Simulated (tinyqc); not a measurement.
Tilting alike or in alternation: buckled dimers of a reconstructed (001) surface, two dangling bonds a dimer.

In a dimer one atom moves up by z and the other down by z; the dangling bond of the up atom (more s-like) falls by gm z and that of the down atom rises by gm z. With all dimers tilted alike: H(k) = [[-gm z - 2 ta cos k, -tp - 2 tx cos k], [., gm z - 2 ta cos k]], k along the row in 1/a. Two electrons a dimer fill the lowest N of the 2N levels on the mesh k_j = (j + 1/2) pi/N. Total energy a dimer: W(z) = (2/N) sum of the filled levels + kf z^2. Repulsion between electrons is left out.

Inputs chosen for the exercise (of the size met on Si(001); the results hold for these values, not for the real material): tp = 0.21 eV (pi coupling inside a dimer); ta = 0.21 eV (coupling between like atoms along the row); tx = 0.06 eV (diagonal coupling along the row); gm = 2.28 eV/angstrom (shift of a dangling bond with height); kf = 9.9 eV/angstrom^2 (force constant of buckling); N = 12 (k points).

Alternation doubles the cell: sites L1, R1, L2, R2 with levels -gm z, +gm z, +gm z, -gm z, -tp inside a dimer, -2 ta cos k between L1-L2 and R1-R2, -2 tx cos k between L1-R2 and R1-L2, on k_j = (j + 1/2) pi/(2N); the lowest half of the levels is filled. Energies a dimer; gaps on these meshes.

Two patterns:

| z (angstrom) | W alike (eV) | W alternating (eV) | difference (meV) | gap alike (eV) | gap alternating (eV) |
|---|---|---|---|---|---|
| 0.05 | -0.5994 | -0.6437 | -44.3 | -0.3388 | 0.2193 |
| 0.10 | -0.5925 | -0.7004 | -108.0 | -0.1871 | 0.4371 |
| 0.15 | -0.5937 | -0.7396 | -145.8 | -0.0044 | 0.6564 |
| 0.20 | -0.6199 | -0.7480 | -128.1 | 0.1945 | 0.8741 |
| 0.30 | -0.5492 | -0.6486 | -99.4 | 0.6162 | 1.3113 |
| 0.40 | -0.2950 | -0.3748 | -79.8 | 1.0532 | 1.7501 |
| 0.50 | 0.1506 | 0.0845 | -66.1 | 1.4973 | 2.1918 |

The lowest W listed is -0.6199 eV for like tilts and -0.7480 eV for alternation; the difference at equal z runs from -145.8 to -44.3 meV. With alternation ta joins filled up atoms to empty down atoms and gains energy in second order, about 2 ta^2/(gm z) a dimer at large z, while tx does so for like tilts; here ta = 0.21 and tx = 0.06 eV. At z = 0.3 the gap is 0.616 eV alike and 1.311 eV alternating.

Computed by tinyqc, a small Python program: `OMP_NUM_THREADS=1 python tinyqc.py 1450347 1450348 out.jsonl` (the numbers bound the seed that draws the inputs); one thread of a shared host (Intel(R) Xeon(R) Processor @ 2.30GHz), about 0.02 s for the whole set of steps.
